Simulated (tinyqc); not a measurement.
Inputs raised by 5 %, one at a time: out-diffusion of a doped substrate or buried layer into a growing epitaxial film. Computed by tinyqc, a small Python program. Command: `OMP_NUM_THREADS=1 python tinyqc.py 3004926 3004927 out.jsonl buried sens`. One thread of a shared host (Intel(R) Xeon(R) Processor @ 2.30GHz), about 0.01 s of CPU time with the checks.

x is counted from the original substrate surface into the film, whose surface moves as x = v t. Substrate dopant has one diffusivity; the dopant of the film is taken as uniform.

Inputs (values chosen for the exercise, modelled on antimony in silicon):
```
quantity,value,unit
prefactor D0,5.45,cm^2/s
activation energy E,3.89,eV
substrate concentration C_s,3.4e+19,1/cm^3
film doping C_e,3.5e+15,1/cm^3
growth rate v,0.46,um/min
film thickness d,0.9,um
growth temperature T,1000,C
"autodoping level at the start, as a share of C_s",0.0003,-
decay length of autodoping,0.75,um
later thermal budget (Dt)2,1.9e-11,cm^2
```

Film doping: opposite type.

Constants: k_B = 8.617333262e-05 eV/K.

Method:
- D = D0 exp(-E/(k_B T)); growth time t = d/v; l = 2 sqrt(D t); growth number G = v t/l = d/l; 1 um = 1e-4 cm.
- Temperatures in kelvin are T(C) + 273.15.
- After growth and the later budget: l2 = 2 sqrt(D t + (Dt)2); C(x) = (C_s/2) erfc(x/l2) + share x C_s exp(-x/decay length) for x > 0 (autodoping taken as unchanged by the later budget). The transition x_t solves C(x) = C_e, the metallurgical junction.
- Usable film = d - x_t. Also give x_t for the erfc term alone, after growth and after the later budget.

Runs:
```
input moved,from,to,"x_t after growth, erfc alone (um)","x_t after the later budget, erfc alone (um)",x_t with autodoping (um),usable film (um)
base run,-,-,0.02653,0.2303,0.8022,0.0978
substrate concentration C_s (1/cm^3),3.4e+19,3.57e+19,0.02662,0.2311,0.8388,0.0612
film doping C_e (1/cm^3),3.5e+15,3.675e+15,0.02645,0.2296,0.7656,0.1344
growth rate v (um/min),0.46,0.483,0.02589,0.2303,0.8022,0.0978
film thickness d (um),0.9,0.945,0.02719,0.2304,0.8022,0.1428
"autodoping level at the start, as a share of C_s",0.0003,0.000315,0.02653,0.2303,0.8388,0.0612
decay length of autodoping (um),0.75,0.7875,0.02653,0.2303,0.8423,0.0577
```

Exponents ln(y'/y) / ln(x'/x):
```
input,"x_t after growth, erfc alone","x_t after the later budget, erfc alone",x_t with autodoping,usable film
substrate concentration C_s,0.068,0.068,0.914,-9.608
film doping C_e,-0.068,-0.068,-0.957,6.516
growth rate v,-0.500,-0.006,0.000,0.000
film thickness d,0.500,0.007,0.000,7.759
"autodoping level at the start, as a share of C_s",0.000,0.000,0.914,-9.608
decay length of autodoping,0.000,0.000,1.000,-10.822
```

Which inputs matter most for each result?

Among the inputs moved here: x_t after growth, erfc alone answers most in size to film thickness d (exponent +0.500), and about equally to growth rate v (-0.500); its exponent is below 0.0005 for autodoping level at the start, as a share of C_s, decay length of autodoping. Its exponent -0.500 in growth rate v: faster growth shortens the time, and the width goes as sqrt(t). Its exponent +0.500 in film thickness d: a thicker film takes longer. x_t after the later budget, erfc alone answers most in size to substrate concentration C_s (exponent +0.068), and about equally to film doping C_e (-0.068); its exponent is below 0.0005 for autodoping level at the start, as a share of C_s, decay length of autodoping. x_t with autodoping answers most in size to decay length of autodoping (exponent +1.000), next to film doping C_e (-0.957); its exponent is below 0.0005 for growth rate v, film thickness d. Its exponent +1.000 in decay length of autodoping: the autodoping tail sets the transition. Usable film answers most in size to decay length of autodoping (exponent -10.822), next to substrate concentration C_s (-9.608); its exponent is below 0.0005 for growth rate v.

Caution (all rows): the substrate doping is comparable to or above the intrinsic density at growth temperature, so the diffusivity may be higher on that side.
